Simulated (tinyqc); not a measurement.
Comparisons within one model: optical gain and spontaneous emission in a bulk direct-gap semiconductor. A value that a table varies takes the place of the one given here.

Parabolic bands, vertical transitions, no excitons. For each hole band j: mr = me mj/(me + mj); joint density of states J_j(E) = (mr/c)^(3/2) sqrt(E - Eg)/(2 pi^2), both spins, c = hbar^2/2m0; averaged matrix element |e.p|^2 = m0 Ep/6; alpha_j(E) = 4 pi^2 alpha_f c Ep J_j/(3 nr E) in 1/angstrom (alpha_f the fine-structure constant, listed as alpha among the constants), times 1e8 for 1/cm.

F_j(eta) = (1/Gamma(j + 1)) integral_0^infinity x^j dx/(1 + exp(x - eta)), which tends to exp(eta) for eta << 0.

Quasi-Fermi levels: n = Nc F_1/2(Fc/kT) and p = Nv F_1/2(Fv/kT), Fc counted up from the conduction edge and Fv down from the valence edge; Nc, Nv from N = 2 (m kB T/(4 pi c))^(3/2) with c = hbar^2/2m0, in 1/angstrom^3; times 1e24 for 1/cm^3, with me and (mhh^(3/2) + mlh^(3/2))^(2/3).

For band j the electron sits at Ee = (E - Eg) mr/me above its edge and the hole at Eh = (E - Eg) mr/mj; fe = 1/(1 + exp((Ee - Fc)/kT)), fh = 1/(1 + exp((Eh - Fv)/kT)); gain g = sum_j alpha_j (fe + fh - 1).

Spontaneous rate: R = integral of (nr E/(hbar c))^2/(pi^2 hbar) sum_j alpha_j fe fh dE, with alpha in 1/cm and (nr E/(hbar c))^2 in 1/cm^2 (1e16 per 1/angstrom^2); B = R/(n p); lifetime n/R.

Constants: hbar^2/2m0 = 3.80998211 eV angstrom^2; fine-structure constant alpha = 0.007297352564; kB = 8.617333262e-05 eV/K; hbar = 6.58211957e-16 eV s; hbar c = 1973.269805 eV angstrom.

Values chosen for the exercise (near those of GaAs; not measured data):
- Eg = 1.385 eV (direct gap)
- me = 0.0692 m0 (electron mass)
- mhh = 0.489 m0 (heavy-hole mass)
- mlh = 0.0848 m0 (light-hole mass)
- Ep = 26.3 eV (Kane energy)
- nr = 3.59 (refractive index)
- T = 400 K
- n = 3.5e+18 1/cm^3 (injected density, n = p)

## Peak gain against injection

The peak is the largest g over E; a dash marks no gain.

Gain:

| n (1/cm^3) | Fc (eV) | Fv (eV) | peak gain (1/cm) | peak E - Eg (eV) | B (cm^3/s) |
|---|---|---|---|---|---|
| 9.6e+17 | 0.0271 | -0.0920 | - | - | 1.52e-10 |
| 1.5e+18 | 0.0514 | -0.0761 | - | - | 1.43e-10 |
| 2.2e+18 | 0.0759 | -0.0623 | 56 | 0.0047 | 1.34e-10 |
| 2.7e+18 | 0.0909 | -0.0548 | 234 | 0.0130 | 1.28e-10 |
| 3.5e+18 | 0.1123 | -0.0452 | 563 | 0.0253 | 1.20e-10 |
| 4.4e+18 | 0.1338 | -0.0365 | 931 | 0.0381 | 1.12e-10 |
| 5.8e+18 | 0.1639 | -0.0258 | 1461 | 0.0557 | 1.02e-10 |
| 7.7e+18 | 0.2005 | -0.0144 | 2089 | 0.0758 | 9.16e-11 |

transparency density (Fc + Fv = 0) = 1.93e+18 1/cm^3

How do the results move?

Gain starts at 1.93e+18 1/cm^3, where Fc = -Fv = 0.0671 eV: with Nv/Nc = 20 the electrons must be degenerate before the holes are. The slope of peak gain against n is 3.55e-16 cm^2 between the first two rows with gain and 3.30e-16 between the last two; the peak moves from 0.0047 to 0.0758 eV above the gap as the bands fill, and B falls by a factor 1.66. Line broadening and gap shrinkage are left out.

## Gain spectrum

At the density n.

Spectrum:

| E - Eg (eV) | alpha, empty (1/cm) | fe, heavy | fh, heavy | g (1/cm) |
|---|---|---|---|---|
| 0.005 | 2077 | 0.958 | 0.209 | 344 |
| 0.010 | 2927 | 0.953 | 0.206 | 455 |
| 0.020 | 4110 | 0.940 | 0.201 | 551 |
| 0.030 | 4998 | 0.924 | 0.195 | 555 |
| 0.045 | 6058 | 0.892 | 0.187 | 434 |
| 0.060 | 6922 | 0.850 | 0.178 | 173 |
| 0.080 | 7884 | 0.773 | 0.168 | -401 |
| 0.100 | 8696 | 0.672 | 0.158 | -1251 |
| 0.130 | 9718 | 0.488 | 0.144 | -2988 |
| 0.170 | 10827 | 0.257 | 0.128 | -5671 |
| 0.220 | 11933 | 0.088 | 0.109 | -8572 |

Fc + Fv = 0.0671 eV

What can be read from the table?

g is positive below E - Eg = 0.0671 eV; the largest value listed is 555 1/cm at 0.030 eV. At 0.220 eV above the gap g is -0.72 times the absorption of the empty crystal, whose limit is -1.

## Transparency density and B against temperature

Eg is held fixed; B is taken at n = 1e15 1/cm^3.

Results:

| T (K) | transparency density (1/cm^3) | Fc/kT there | B (cm^3/s) |
|---|---|---|---|
| 100 | 2.41e+17 | 1.945 | 1.32e-09 |
| 150 | 4.43e+17 | 1.945 | 7.24e-10 |
| 200 | 6.82e+17 | 1.945 | 4.72e-10 |
| 250 | 9.54e+17 | 1.945 | 3.40e-10 |
| 300 | 1.25e+18 | 1.945 | 2.60e-10 |
| 350 | 1.58e+18 | 1.945 | 2.07e-10 |
| 400 | 1.93e+18 | 1.945 | 1.70e-10 |
| 500 | 2.70e+18 | 1.945 | 1.23e-10 |

What does this show, and why?

Fc/kT at transparency stays at 1.945, since it depends on Nv/Nc alone, so the density goes as T^1.50. B goes as T^-1.48, against T^-1.5 for non-degenerate carriers: hot carriers spread over k and fewer pairs share a wave vector.

## What moves transparency and gain

Transparency is Fc + Fv = 0; the peak is the largest g over E at the density n (0 if none). Each row changes one parameter from the base and keeps the others.

Results:

| case | transparency density (1/cm^3) | Fc + Fv (eV) | peak gain (1/cm) |
|---|---|---|---|
| base | 1.93e+18 | 0.0671 | 563 |
| me = 0.0796 m0 | 2.21e+18 | 0.0496 | 481 |
| mhh = 0.293 m0 | 1.49e+18 | 0.0940 | 1156 |
| Ep = 28.9 eV | 1.93e+18 | 0.0671 | 618 |
| T = 440 K | 2.23e+18 | 0.0546 | 386 |
| n = 4.55e+18 1/cm^3 | 1.93e+18 | 0.1020 | 991 |
| nr = 3.77 | 1.93e+18 | 0.0671 | 536 |

What can be read from the table?

The largest shifts from the base row, up to three for each result and ties (the steps differ in size, so this ranks the rows, not the parameters). transparency density (1/cm^3): mhh -4.37e+17, T +2.97e+17, me +2.78e+17; unchanged at the printed digits by Ep, n and nr. Fc + Fv (eV): n +0.0349, mhh +0.0269, me -0.0175; unchanged at the printed digits by Ep and nr. peak gain (1/cm): mhh +593, n +428, T -176.

(tinyqc, `OMP_NUM_THREADS=1 python tinyqc.py 1652664 1652665 out.jsonl`, Intel(R) Xeon(R) Processor @ 2.30GHz, 1 thread, shared host, about 0.1 s.)
